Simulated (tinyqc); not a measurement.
Band bending at a free surface with one surface level, surface photovoltage and Kelvin probe: one step of the calculation.

n-type bulk, xi = Ec - EF = Vt ln(Nc/Nd), p0 = ni^2/Nd, ni = sqrt(Nc Nv) exp(-Eg/(2 Vt)), Eg in volts. b is the upward band bending, u = b/Vt. Space charge per area, in units of q: Qc = sign(b) sqrt((2 eps0 eps_r Vt/q) [(Nd + dn)(exp(-u) - 1) + Nd u + (p0 + dn)(exp(u) - 1)]), with dn the excess density under light (flat quasi-Fermi levels; 0 in the dark). The level holds -Ns f, f = 1/(1 + exp((xi + b - Es)/Vt)). Neutrality: Qc + Qf + (charge of the states) = 0.

Problem. Charges against band bending. Evaluate Qc, the surface charge Qf - Ns f and their sum in the dark; the root lies where the sum changes sign.

Inputs (values chosen for the exercise); band and dielectric values close to those of germanium:
```
symbol,value,unit,meaning
T,300,K,temperature
Eg,0.657,eV,band gap
eps_r,16.2,,relative permittivity
Nc,1.03e19,cm^-3,conduction-band density of states at T
Nv,5.98e18,cm^-3,valence-band density of states at T
Nd,9.9e16,cm^-3,donor density
Qf,0,cm^-2,fixed positive charge at the surface
Ns,5.2e11,cm^-2,density of an acceptor-like surface level
Es,0.32,eV,its depth below the conduction edge
```

Constants: q = 1.602176634e-19 C, kB = 1.380649e-23 J/K, Vt = kB T/q, eps0 = 8.8541878128e-14 F/cm where lengths are in cm. Results are converted to the units shown.

b, point 0 to 6 (V): [0.044, 0.073, 0.102, 0.132, 0.161, 0.19, 0.219]

Give: Qc; surface charge; sum.

Solution.

```
point  Qc (cm^-2)  surface charge (cm^-2)  sum (cm^-2)
0       2.0131e11              -5.1875e11   -3.1745e11
1       2.9376e11              -5.1619e11   -2.2243e11
2       3.6860e11              -5.0849e11   -1.3988e11
3       4.3410e11              -4.8495e11   -5.0858e10
4       4.8955e11              -4.2557e11    6.3977e10
5       5.3945e11              -3.0930e11    2.3016e11
6       5.8515e11              -1.6820e11    4.1695e11
```

The sum rises steadily with b, so there is one root; bisection gives b = 0.14623 V.

Numbers from tinyqc (`OMP_NUM_THREADS=1 python tinyqc.py 2430093 2430094 out.jsonl`; about 0.01 s on one thread of a shared Intel Xeon 2.30GHz).
